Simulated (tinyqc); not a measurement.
Switching power and leakage at the onset of runaway.

Question. T = T0 + Rth P(T), P(T) = Pd + Pl (T/300 K)^2 exp[(q Ea/kB)(1/(300 K) - 1/T)]. At the onset of runaway the loop gain Rth dP/dT equals one as well. Find Pd and the critical Pl.

Values chosen for this exercise: ambient temperature T0 = 320 K; activation energy of the leakage Ea = 0.34 eV; thermal resistance Rth = 0.55 K/W.

Constants: q = 1.602176634e-19 C, kB = 1.380649e-23 J/K. Results are converted to the units shown.

temperature at the onset of runaway = 363.06628 K

Solution. With s = 2/T + q Ea/(kB T^2), unit gain means Rth (P - Pd) = 1/s; the heat balance then gives Pd, and the leakage term Pl.

Pd = 27.00 W
critical Pl = 3.567 W

Computed by the program tinyqc: `OMP_NUM_THREADS=1 python tinyqc.py 2520127 2520128 out.jsonl`, one thread of a shared Intel Xeon 2.30GHz, about 0.01 s for the whole run.
